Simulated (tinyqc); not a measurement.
Cyclotron resonance of ellipsoidal valleys, Si type: one step. The same from the mass tensor. Two cases, with inputs chosen for the exercise.

Question. For the valley along [001]: M = mt 1 + (ml - mt) a a^T, and mc^2 = det M/(b M b).

Valleys along [100], [010], [001] (each with its opposite partner), mass ml along the axis and mt across it. B lies in the (1-10) plane, b = (sin(theta)/sqrt2, sin(theta)/sqrt2, cos(theta)). For the angle phi between B and the axis, 1/mc^2 = cos^2(phi)/mt^2 + sin^2(phi)/(mt ml). Resonance: h nu = 2 muB B/mc, h = 2 pi hbar.

Give: M; det M; b M b; mc.

Case 1.

Values chosen (out of a larger set: near those of Si; not measured data): ml = 0.936 m0 (longitudinal mass); mt = 0.196 m0 (transverse mass).

b: 0.679715  0.679715  0.275637

Answer.

M (m0), lower triangle:
```
        x       y       z
x  0.1960
y       0  0.1960
z       0       0  0.9360
```

det M = 0.035957
b M b = 0.2522
mc = 0.3776 m0

Case 2.

Values chosen (out of a larger set: near those of Si; not measured data): ml = 0.914 m0 (longitudinal mass); mt = 0.191 m0 (transverse mass).

b: 0.676210  0.676210  0.292372

Answer.

M (m0), lower triangle:
```
        x       y       z
x  0.1910
y       0  0.1910
z       0       0  0.9140
```

det M = 0.033344
b M b = 0.2528
mc = 0.3632 m0

Computed by tinyqc, one run a case: `OMP_NUM_THREADS=1 python tinyqc.py N N+1 out.jsonl` with N = 1282020, 1282219; one thread of a shared Intel(R) Xeon(R) Processor @ 2.30GHz, about 0.01 s a run at most.
